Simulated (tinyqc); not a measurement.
Which current rules in forward bias: trap-assisted generation and recombination current of an abrupt junction. Computed by tinyqc, a small Python program. Command: `OMP_NUM_THREADS=1 python tinyqc.py 3004312 3004313 out.jsonl junctionleak walk`. One thread of a shared host (Intel(R) Xeon(R) Processor @ 2.30GHz), about 0.01 s of CPU time with the checks.

Depletion approximation, flat quasi-Fermi levels across the depleted layer, long neutral regions with minority lifetimes tau_n and tau_p, full ionisation and Boltzmann statistics. Voltages in exponents stand for e V.

Inputs (values chosen for the exercise, with bands and screening modelled on InP):
```
quantity                              value    unit
gap E_g                                1.33      eV
electron mass m_e                    0.0811     m_0
valleys M_c                               1       -
hole mass m_h                          0.59     m_0
dielectric constant eps                12.1       -
acceptor density N_A                1.8e+17   cm^-3
donor density N_D                   2.3e+18   cm^-3
capture time tau_n                    2e-07       s
capture time tau_p                  7.1e-05       s
trap level E_t - E_i                   0.11      eV
electron diffusion coefficient D_n       89  cm^2/s
hole diffusion coefficient D_p          5.5  cm^2/s
temperature T                           300       K
```

Field enhancement: none.

Constants: k_B = 8.617333262e-05 eV/K; m_0 = 9.1093837015e-31 kg; k_B = 1.380649e-23 J/K; h = 6.62607015e-34 J s; e = 1.602176634e-19 C; eps_0 = 8.8541878128e-12 F/m.

Method:
- N_c = 2 M_c (2 pi m_e k_B T/h^2)^(3/2) and N_v = 2 (2 pi m_h k_B T/h^2)^(3/2), masses in units of m_0.
- n_i = sqrt(N_c N_v) exp(-E_g/2 k_B T); V_bi = (k_B T/e) ln(N_A N_D/n_i^2); diffusion saturation current J_d0 = e n_i^2 [sqrt(D_n/tau_n)/N_A + sqrt(D_p/tau_p)/N_D].
- W = sqrt(2 eps eps_0 (V_bi - V)(1/N_A + 1/N_D)/e), x_p = W N_D/(N_A + N_D), x_n = W - x_p, peak field F_m = 2 (V_bi - V)/W; reverse bias means V = -V_r.
- Potential from the p edge: phi = (V_bi - V) x^2/(x_p W) on the p side and (V_bi - V)[1 - (W - x)^2/(x_n W)] on the n side; p = N_A exp(-phi/k_B T), n = n_i^2 exp(V/k_B T)/p; U = (n p - n_i^2)/[tau_p (n + n_i exp(dE/k_B T)) + tau_n (p + n_i exp(-dE/k_B T))], dE = E_t - E_i, n1 = n_i exp(dE/k_B T), p1 = n_i exp(-dE/k_B T); J_t = e int U dx by the trapezoid rule on 400 intervals on each side.
- J_d = J_d0 (exp(V/k_B T) - 1). Ideality n = (e/k_B T) dV/d ln J, central difference of 1 mV. The rows stop just below the bias where n = 0.1 p or tau_p n = 0.1 tau_n p at the p edge, or the like at the n edge.

k_B T = 0.0258520 eV

n_i = 1.72969e+07 cm^-3

J_d0 = 5.62345e-18 A/cm^2

Forward characteristic:
```
V (V)  J_t (A/cm^2)  J_d (A/cm^2)  ideality of J_t  ideality of the sum
0.20     1.4667e-12    1.2873e-14           1.1541               1.1526
0.31     4.5359e-11    9.0734e-13           1.3719               1.3620
0.42     6.9946e-10    6.3928e-11           1.7415               1.6397
0.53     7.1791e-09    4.5041e-09           1.8734               1.4015
0.64     6.9465e-08    3.1734e-07           1.8660               1.0909
0.75     6.9882e-07    2.2359e-05           1.8139               1.0138
0.86     7.7330e-06    1.5753e-03           1.7216               1.0021
0.98     1.1719e-04    1.6341e-01           1.8141               1.0003
```

What does the comparison show, and why?

Diffusion overtakes recombination between 0.53 and 0.64 V, and the ideality of the sum goes from 1.15 to 1.00, with a maximum of 1.64 at 0.42 V. The ideality of J_t alone lies between 1.15 and 1.87; it is near 1 at low bias, where re-emission from a level off midgap limits the rate, and rises once n and p exceed n1 and p1. Caution: one side is doped near or above its effective density of states, so Boltzmann statistics understate V_bi.

Extremes, crossings and ranges named in words are read from the listed rows.
